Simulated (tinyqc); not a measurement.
# Off-state leakage of single and stacked transistors: effects of single changes

n-channel devices of unit width. Subthreshold current I(Vg, Vs, Vd) = I0 (T/300 K)^0.5 exp[(Vg - Vs - VT(T) - gb (Vs - Vb) + dd (Vd - Vs))/(nf Vt)] (1 - exp(-(Vd - Vs)/Vt)), VT(T) = VT - cT (T - 300 K). Gate-edge tunnelling Ig (Vd/1 V) exp(ag (Vd - 1 V)), for a gate at 0 V, and band-to-band leakage Ab u exp(-Bb/u), u = Vd - Vb + 1 V, flow at a drain held at V; both are taken as independent of T. In a stack of off transistors (all gates at 0 V) the same subthreshold current passes through each.

Inputs (values chosen for the exercise); values of the order met in bulk silicon logic transistors: temperature T = 378 K; supply voltage V = 0.8 V; threshold at 300 K, zero drain and body bias VT = 0.42 V; fall of the threshold with temperature cT = 0.7 mV/K; current at threshold at 300 K I0 = 0.14 uA/um; slope factor nf = 1.24; drain-induced lowering per volt dd = 0.15; rise of the threshold per volt of source-body bias gb = 0.08; gate-edge tunnelling current at 1 V Ig = 0.0002 uA/um; exponential slope of the gate current ag = 3.9 1/V; prefactor of band-to-band leakage at the drain Ab = 20 uA/(um V); its exponential voltage Bb = 22 V; body voltage Vb = 0 V.

Constants: q = 1.602176634e-19 C, kB = 1.380649e-23 J/K, Vt = kB T/q. Results are converted to the units shown.

Each table varies one quantity; the others keep the values above.

## Subthreshold current against the height of the stack

All n gates at 0 V, bottom source at 0 V, top drain at V; node voltages follow from equal currents.

Results:
columns A: n; B: I (nA/um); C: reduction factor; D: drain voltage of the bottom device (mV); E: source voltage of the top device (mV); F: voltage across the top device (V)
```
A         B      C      D      E       F
1    0.3612  1.000  800.0      0  0.8000
2   0.02408  15.00  88.93  88.93  0.7111
4  0.007523  48.01  15.75  127.1  0.6729
5  0.005576  64.77  11.11  137.0  0.6630
6  0.004427  81.59  8.583  144.5  0.6555
```

Estimate the missing row, n = 3.

Computed row:
columns A: n; B: I (nA/um); C: reduction factor; D: drain voltage of the bottom device (mV); E: source voltage of the top device (mV); F: voltage across the top device (V)
```
A        B      C      D      E       F
3  0.01152  31.36  26.96  113.1  0.6869
```

With this row back in the table: The second transistor cuts the current by a factor of 15.0, the third by a further 2.09 and the sixth by 1.26. The top device keeps 81.9 % of the supply at n = 6, while the drain voltage of the bottom one falls to 0.263 Vt.

## Leakage components against the threshold

Same model as above.

One transistor with Vg = Vs = 0, Vd = V; stack factor I(one)/I(two in series).

The same in every row: gate edge (nA/um) = 0.073345; band-to-band (nA/um) = 0.17712; stack factor = 15.001.

Results:
```
VT (V)  subthreshold (nA/um)  total (nA/um)  largest part
0.15                  288.95         289.20  subthreshold
0.25                  24.299         24.550  subthreshold
0.3                   7.0467         7.2972  subthreshold
0.35                  2.0435         2.2940  subthreshold
0.4                  0.59260        0.84306  subthreshold
0.45                 0.17185        0.42231  band-to-band
0.5                 0.049836        0.30030  band-to-band
0.55                0.014452        0.26491  band-to-band
0.6                0.0041910        0.25465  band-to-band
```

Estimate the missing row, VT = 0.2 V.

Computed row:
```
VT (V)  subthreshold (nA/um)  total (nA/um)  largest part
0.2                   83.793         84.043  subthreshold
```

With this row back in the table: As VT goes from 0.15 to 0.6, the total leakage falls from 289 to 0.255 nA/um. The subthreshold part leads at VT = 0.15, the band-to-band part from 0.45 on. The reduction by a stack of two stays at 15.0, for the subthreshold part alone. For VT = 0.15, 0.2, 0.25, 0.3 the gate is within about 3 nf Vt of threshold, where the exponential law overstates the current.

Program tinyqc, `OMP_NUM_THREADS=1 python tinyqc.py 2242217 2242218 out.jsonl`; Intel Xeon 2.30GHz, shared host, one thread, about 0.03 s.
